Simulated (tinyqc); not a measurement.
Decay of LO phonons and the hot-phonon bottleneck in the cooling of electrons: one step, computed by the program tinyqc. Command: `OMP_NUM_THREADS=1 python tinyqc.py 3010472 3010473 out.jsonl hotphonon walk`. One thread of a shared host (Intel(R) Xeon(R) Processor @ 2.30GHz), about 0.01 s of CPU time with the checks.

n(E, T) = 1/(exp(E/(k_B T)) - 1) is the Bose occupation. Electrons have a temperature T_e; the LO modes within their reach share one occupation N; the decay products stay at the lattice temperature.

Task: Spontaneous emission time. Froehlich coupling alpha = (e^2/(4 pi eps_0)) (1/eps_inf - 1/eps_s) k_0/(2 hbar omega), k_0 = sqrt(m* hbar omega/(hbar^2/(2 m_0))); emission time tau_sp = hbar/(2 alpha hbar omega); bottleneck ratio r = (n/N_m) tau/tau_sp.

Inputs (values chosen for the exercise, modelled on aluminium nitride): LO energy hbar omega = 112 meV; lattice temperature T = 77 K; electron mass m* = 0.304 m_0; eps_inf = 4.68; static dielectric constant eps_s = 8.65; electron density n = 4e+18 1/cm^3; density of LO modes that the electrons reach, N_m = 5.2e+19 1/cm^3.

Decay channel: two equal phonons (Klemens).

phonon lifetime tau = 1.399395 ps

Constants: e^2/(4 pi eps_0) = 14.39964548 eV angstrom; hbar^2/(2 m_0) = 3.80998212 eV angstrom^2; hbar = 6.582119569e-16 eV s.

Give: alpha; emission time tau_sp; bottleneck ratio r.

Result:

alpha = 0.5960

emission time tau_sp = 4.931 fs

bottleneck ratio r = 21.83

r compares the rate at which electrons exchange quanta with a mode to its decay rate. Exchange outruns decay, so a hot population builds up if the power is high enough. Caution: alpha is above 1/2, so hbar/tau_sp exceeds hbar omega and the emission time, a weak-coupling result, is only rough.
